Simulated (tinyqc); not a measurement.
Grain growth, pinning, strength and diffusional creep of a polycrystal or thin film: one step, computed by the program tinyqc.

One mean grain size d describes the structure.

Task: Yield stress. Hall-Petch term k_y/sqrt(d). Orowan term 3.06 x 0.4 G b ln(2 rbar/b)/(pi lambda sqrt(1 - nu)) with nu = 1/3, rbar = sqrt(2/3) r, lambda = rbar (sqrt(pi/f) - 2). The terms are added to sigma_0.

Inputs (values chosen for the exercise, modelled on polycrystalline silicon): shear modulus G = 68.4 GPa; Burgers vector b = 3.84 angstrom; anneal temperature T = 1588 K; particle volume fraction f = 0.00057; particle radius r = 26 nm; friction stress sigma_0 = 280 MPa; Hall-Petch slope k_y = 0.26 MPa m^0.5.

Sample: bulk.

grain size d = 1146.031 nm

Give: Hall-Petch term; Orowan term; yield stress.

Result:

Hall-Petch term = 242.9 MPa

Orowan term = 38.46 MPa

yield stress = 561.3 MPa

Caution: silicon is brittle except at high temperature, so these strengthening laws for metals do not give its real strength.
